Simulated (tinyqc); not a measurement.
Strain-driven roughening and islands of a mismatched epitaxial film: one step, computed by the program tinyqc.

Film and substrate share isotropic elastic constants; the film is coherent and biaxially strained.

Problem. Wetting layer. The surface energy depends on thickness as gamma + (gamma_s - gamma) exp(-h/delta). Its curvature adds W2 = (gamma_s - gamma) exp(-h/delta)/delta^2 to the restoring terms; the flat film is stable while W2 > (1 + nu)^2 w^2/gamma, which gives h_c = delta ln[(gamma_s - gamma) gamma/(delta^2 (1 + nu)^2 w^2)], or 0 if negative.

Inputs (values chosen for the exercise, modelled on InAs on InP): Poisson ratio nu = 0.29; surface energy gamma = 0.694 J/m^2; wetting energy gamma_s - gamma = 0.12 J/m^2; decay length of wetting delta = 0.46 nm.

energy density w = 98.88335 MJ/m^3

Give: wetting-layer thickness h_c.

Solution.

wetting-layer thickness h_c = 1.465 nm

Layer-by-layer growth up to h_c, then roughening: the Stranski-Krastanov mode.
